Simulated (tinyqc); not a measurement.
Energy and delay of logic against supply voltage: one step of the calculation.

One expression serves below and above threshold: I(Vg) = Ik [ln(1 + exp((Vg - VT + dd V)/(al nf Vt)))]^al, with I_on = I(V) and I_off = I(0). Gate delay td = kd C V/I_on, clock period LD td. Per gate and cycle the switching energy is act C V^2 and the leakage energy I_off V LD td. No short-circuit current, no variation. Minima are sought above 0.09 V; below a few Vt gates no longer switch and the model has no meaning.

Problem. Currents, delay and energies. I_on, I_off, td, clock frequency 1/(LD td), both energies and their sum.

Values chosen for this exercise; values of the order met in logic technologies: temperature T = 378 K; threshold voltage at zero drain bias VT = 0.32 V; slope factor nf = 1.1; barrier lowering per volt of supply dd = 0.05; specific current of a gate Ik = 1.7 uA; exponent of the current law al = 1.71; load capacitance of a gate C = 2.3 fF; delay factor kd = 0.9; logic depth LD = 40; activity factor act = 0.01; supply voltage V = 0.39 V.

Constants: q = 1.602176634e-19 C, kB = 1.380649e-23 J/K, Vt = kB T/q. Results are converted to the units shown.

Give: I_on; I_off; td; clock frequency; switching energy; leakage energy; energy.

Solution.

I_on = 4.0835 uA
I_off = 0.38498 nA
td = 197.70 ps
clock frequency = 0.12646 GHz
switching energy = 3.4983 aJ
leakage energy = 1.1873 aJ
energy = 4.6856 aJ

I_on/I_off = 10600; leakage makes up 25.3 % of the energy.

Program tinyqc, `OMP_NUM_THREADS=1 python tinyqc.py 2082164 2082165 out.jsonl`; Intel Xeon 2.30GHz, shared host, one thread, about 0.01 s.
